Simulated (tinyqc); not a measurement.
Monte Carlo simulation of one carrier in a uniform electric field: one step, computed by the program tinyqc.

The force e F acts along +z. Flights end at the constant total rate Gamma; the part of Gamma that the real rates do not fill is self-scattering, which leaves k unchanged. One valley, no impurities and no intervalley scattering.

Question. Flight 2. Kane band: hbar^2 k^2/(2 m) = E (1 + alpha E), speed v = hbar k/(m (1 + 2 alpha E)), states per spin, volume and energy g(E) = m k (1 + 2 alpha E)/(2 pi^2 hbar^2); overlap factors are set to 1. Masses are multiplied by m_0 and all formulas are in SI units. Flight: t = -ln(r1)/Gamma; k_z grows by e F t/hbar; E follows from the band; dz = (E_end - E_start)/(e F). Use row 2 of the random numbers.

Inputs (values chosen for the exercise, modelled on CdS):
```
quantity                value   unit
effective mass m        0.201    m_0
non-parabolicity alpha   0.32   1/eV
lattice temperature T     300      K
electric field F          1.2  kV/cm
```

Crystal: polar. Band: Kane.

k after event 1, the start of the next flight (1/nm): 0.1987815  0.3309162  -0.2806873

Random numbers (0.02 to 0.98, from up to 60 sets tried for early real events), one row a flight:
```
       r1      r2      r3      r4
1  0.3671  0.2155  0.7334  0.7463
2  0.4277  0.4232  0.4823  0.7143
3  0.8582  0.2551  0.4345  0.9240
4  0.8739  0.0874  0.8952  0.2477
5  0.7974  0.3079  0.6718  0.8386
6  0.1591  0.0707  0.5352  0.0263
7  0.8935  0.0920  0.7320  0.7708
```

Gamma = 89.12235 1e12/s

Constants: e = 1.602176634e-19 C; hbar = 1.054571817e-34 J s; m_0 = 9.1093837015e-31 kg.

Give: flight time t; k at the end of the flight; energy at the end; displacement dz.

Answer.

flight time t = 9.5300 fs

k at the end of the flight (1/nm): 0.19878  0.33092  -0.27895

energy at the end = 42.421 meV

displacement dz = -1.4952 nm
